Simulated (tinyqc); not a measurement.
# Free and trapped electrons in a MOS channel with a dense trap tail: two studies

p-type body, charge-sheet picture, full ionisation (an idealisation for deep acceptors), Boltzmann statistics for free electrons. e = Ec - EF at the surface. Acceptor-like traps of density D(E) = D0 + De exp(-E/Ew) at depth E below Ec, from 0 to Eu, hold n_t = integral of D(E)/(1 + exp((e - E)/Vt)). psi = Eg - Vt ln(Nv/Na) - e; N_dep = sqrt(2 eps0 eps_r Na (psi - Vt)/q); n_f = sqrt(N_dep^2 + 2 eps0 eps_r Vt Nc exp(-e/Vt)/q) - N_dep; Vg = Vfb + psi + q (N_dep + n_t + n_f)/Cox, Cox = eps0 eox/tox.

Values chosen for this exercise; band and dielectric values close to those of 4H silicon carbide:

| symbol | value | unit | meaning |
|---|---|---|---|
| T | 250 | K | temperature |
| Eg | 3.23 | eV | band gap |
| eps_r | 9.87 |  | relative permittivity |
| Nc | 1.29e19 | cm^-3 | conduction-band density of states at T |
| Nv | 1.91e19 | cm^-3 | valence-band density of states at T |
| eox | 3.9 |  | relative permittivity of the insulator |
| tox | 78 | nm | insulator thickness |
| Na | 1.3e17 | cm^-3 | acceptor density |
| Vfb | -2.62 | V | flat-band voltage without trapped charge |
| D0 | 1.4e10 | cm^-2 eV^-1 | constant background density of acceptor-like traps |
| De | 4.3e13 | cm^-2 eV^-1 | density of the tail at the conduction edge |
| Ew | 0.11 | eV | decay energy of the tail |
| Eu | 0.51 | eV | depth below Ec down to which the traps reach |
| mf | 170 | cm^2/(V s) | mobility of free electrons |

Constants: q = 1.602176634e-19 C, kB = 1.380649e-23 J/K, Vt = kB T/q, eps0 = 8.8541878128e-14 F/cm where lengths are in cm. Results are converted to the units shown.

Each table varies one quantity; the others keep the values above.

## Free and trapped charge against gate voltage

Free share n_f/(n_f + n_t); swing ln 10 n_f/(dn_f/dVg); field-effect mobility mf q (dn_f/dVg)/Cox, for a constant mf; oxide field q (N_dep + n_t + n_f)/(eps0 eox).

Free and trapped charge against gate voltage:

| Vg (V) | e (eV) | n_f (cm^-2) | n_t (cm^-2) | free share (%) | swing (mV/decade) | field-effect mobility (cm^2/(V s)) | oxide field (MV/cm) |
|---|---|---|---|---|---|---|---|
| 8.6 | 0.2893 | 1.116e6 | 3.206e11 | 3.482e-4 | 711.6 | 0.002222 | 1.075 |
| 11.3 | 0.1741 | 2.299e8 | 9.941e11 | 0.02312 | 1810 | 0.1799 | 1.407 |
| 14 | 0.1166 | 3.283e9 | 1.701e12 | 0.1926 | 2962 | 1.570 | 1.745 |
| 16.7 | 0.07817 | 1.936e10 | 2.407e12 | 0.7976 | 4101 | 6.686 | 2.087 |
| 19.4 | 0.04885 | 7.415e10 | 3.081e12 | 2.350 | 5193 | 20.23 | 2.429 |
| 22.1 | 0.02468 | 2.193e11 | 3.667e12 | 5.643 | 6354 | 48.89 | 2.772 |
| 24.8 | 0.004380 | 5.246e11 | 4.095e12 | 11.36 | 8150 | 91.19 | 3.116 |
| 27.5 | -0.01187 | 1.009e12 | 4.346e12 | 18.85 | 1.125e4 | 127.1 | 3.460 |
| 30.2 | -0.02442 | 1.616e12 | 4.478e12 | 26.52 | 1.557e4 | 147.0 | 3.804 |

n_f reaches 1e11 cm^-2 at Vg = 20.1 V, against 8.36 V without traps. The free share rises from 3.48e-4 to 26.5 % and the field-effect mobility rises from 0.00222 to 147 cm^2/(V s), although mf = 170 is constant: in the last row 86.5 % of Cox dVg goes into free electrons. The swing in the first row is 712 mV a decade (Vt ln 10 = 49.6). For Vg = 22.1, 24.8, 27.5, 30.2 EF lies less than 2 Vt below the band edge, or above it, where degeneracy and confinement, left out, matter.

## Effect of the acceptor density

Vfb is held fixed. VT is the Vg for n_f = 1e11 cm^-2; swing ln 10 n_f/(dn_f/dVg) at n_f = 1e8 cm^-2; the last three columns are for Vg = VT + 6.2 V, with free share n_f/(n_f + n_t) and field-effect mobility mf q (dn_f/dVg)/Cox; there EF is near the band edge, where Boltzmann statistics are rough.

Effect of the acceptor density:

| Na (cm^-3) | e at VT (eV) | VT (V) | q n_t/Cox at VT (V) | swing (mV/decade) | n_f (cm^-2) | free share (%) | field-effect mobility (cm^2/(V s)) |
|---|---|---|---|---|---|---|---|
| 1e15 | 0.09041 | 9.128 | 7.814 | 948.6 | 5.819e11 | 14.71 | 68.38 |
| 2e15 | 0.08431 | 9.857 | 8.252 | 1014 | 6.001e11 | 14.72 | 72.03 |
| 6e15 | 0.07393 | 11.36 | 9.042 | 1129 | 6.309e11 | 14.69 | 79.16 |
| 1e16 | 0.06887 | 12.25 | 9.446 | 1188 | 6.466e11 | 14.68 | 83.15 |
| 3e16 | 0.05766 | 14.75 | 10.38 | 1329 | 6.873e11 | 14.75 | 93.68 |
| 8e16 | 0.04739 | 17.98 | 11.28 | 1474 | 7.390e11 | 15.07 | 105.9 |
| 2e17 | 0.03766 | 22.35 | 12.14 | 1632 | 8.093e11 | 15.76 | 119.8 |
| 5e17 | 0.02784 | 28.75 | 13.00 | 1819 | 9.049e11 | 16.89 | 133.9 |

As Na goes from 1e15 to 5e17, VT rises from 9.13 to 28.8 V, its part due to traps rises from 7.81 to 13.0 V, the swing rises from 949 to 1820 mV/decade and the field-effect mobility rises from 68.4 to 134 cm^2/(V s). Most of the rise of VT is depletion charge; the trap part grows since the same n_f needs EF nearer the band edge at heavier doping. For Na = 2e17, 5e17 e is under 2 Vt already at VT, so VT too is rough.

Numbers from tinyqc (`OMP_NUM_THREADS=1 python tinyqc.py 2222128 2222129 out.jsonl`; about 0.02 s on one thread of a shared Intel Xeon 2.30GHz).
